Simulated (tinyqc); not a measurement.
Inside a calculation. Model: deep-level transient spectroscopy.

tinyqc, about 0.01 s, one thread, Intel Xeon 2.30GHz (shared host): `OMP_NUM_THREADS=1 python tinyqc.py 2050034 2050035 out.jsonl` Printed values are rounded.

Schottky contact on an n-type layer with shallow donors Nd (all ionised) and a donor-like deep trap, neutral when filled and positive when empty; depletion approximation. Traps within lam of the depletion edge stay filled. A long pulse to Vp fills the traps beyond x1 = Wp - lam; back at Vr those between x1 and x2 = Wr - lam emit. A rate window reads S = C(t2) - C(t1).

Inputs (values chosen for the exercise); material values close to those of indium phosphide:

| symbol | value | unit | meaning |
|---|---|---|---|
| eps_r | 12.7 |  | relative permittivity |
| Nc | 5.79e17 | cm^-3 | conduction-band density of states at 300 K |
| vth | 4e7 | cm/s | thermal velocity at 300 K |
| Nd | 5.1e14 | cm^-3 | shallow donor density |
| Vbi | 0.84 | V | built-in voltage |
| Et | 0.32 | eV | depth of the trap below the conduction edge |
| sn | 1.2e-17 | cm^2 | capture cross-section |
| Nt | 1.4e13 | cm^-3 | trap density |
| Vr | 4.2 | V | reverse bias |
| Vp | 0 | V | reverse bias during the filling pulse |
| t1 | 1 | ms | first sampling time |
| t2 | 2.5 | ms | second sampling time |
| T | 271 | K | temperature of the transient |

Constants: q = 1.602176634e-19 C, kB = 1.380649e-23 J/K, eps0 = 8.8541878128e-14 F/cm where lengths are in cm. Results are converted to the units shown.

## Emission rate and rate window

Emission rate en = sn vth(T) Nc(T) exp(-Et/kB T) = sn g T^2 exp(-Et/kB T), g = vth Nc/(300 K)^2, as vth goes as T^0.5 and Nc as T^1.5 (degeneracy factor 1). For an exponential transient S peaks where en = ew = ln(t2/t1)/(t2 - t1).

g = 2.573333e20 cm^-2 s^-1 K^-2
en = 253.8553 1/s
1/en = 3.939252 ms
ew = 610.8605 1/s

## Widths

lam = sqrt(2 eps0 eps_r (EF - ET)/(q Nd)), EF - ET = Et - (kB T/q) ln(Nc(T)/Nd), Nc(T) = Nc (T/300 K)^1.5. In the steady state at the band bending V, 2 eps0 eps_r V/q = Nd W^2 + Nt (W - lam)^2 (the second term only if W > lam). V = Vbi + Vr gives Wr and V = Vbi + Vp gives Wp; x1 = max(Wp - lam, 0).

lam = 662.1149 nm
Wr = 3690.532 nm
Wp = 1513.950 nm
x1 = 851.8354 nm
x2 = 3028.417 nm
G = (x2^2 - x1^2)/Wr^2 = 0.6200933

The rule Nt = 2 Nd |dC|/C assumes G = 1 and would understate Nt by a factor of about 1/G = 1.61 here (the limit of small Nt/Nd).

## The transient

t, sample 0 to 6 (ms): [0, 0.5, 1, 1.75, 2.5, 5, 12.5]

W(t)^2 = Wr^2 + (Nt/Nd)(x2^2 - x1^2) exp(-en t), C = eps0 eps_r/W; for small Nt, dC/C = -(Nt/2 Nd) G exp(-en t) with G = (x2^2 - x1^2)/Wr^2. S = C(t2) - C(t1).

```
sample  C (nF/cm^2)  C - C(final) (pF/cm^2)
0          3.021331               -25.60629
1          3.024349               -22.58781
2          3.027015               -19.92163
3          3.030441               -16.49591
4          3.033282               -13.65530
5          3.039675                -7.26196
6          3.045852                -1.08522
```

S = 6.266326 pF/cm^2

## Step 1: peak temperature

T at the start = 300 K

Fixed-point step for en(T) = ew: T(new) = (Et q/kB)/ln(sn g T^2/ew), g = vth Nc/(300 K)^2.

T after step 1 = 285.0363 K

## Course of the iteration for the peak temperature

Start from 300 K; stop when T changes by less than 1e-8 K.

Course of the iteration:
```
step     T (K)  change (K)
1     285.0363        15.0
2     287.2929        2.26
3     286.9428       0.350
4     286.9969      0.0541
5     286.9885     8.36e-3
6     286.9898     1.29e-3
7     286.9896     2.00e-4
8     286.9896     3.09e-5
9     286.9896     4.77e-6
10    286.9896     7.38e-7
11    286.9896     1.14e-7
12    286.9896     1.76e-8
13    286.9896     2.72e-9
```

Converged in 13 steps; each multiplies the error by -2 kB T/Et = -0.15.
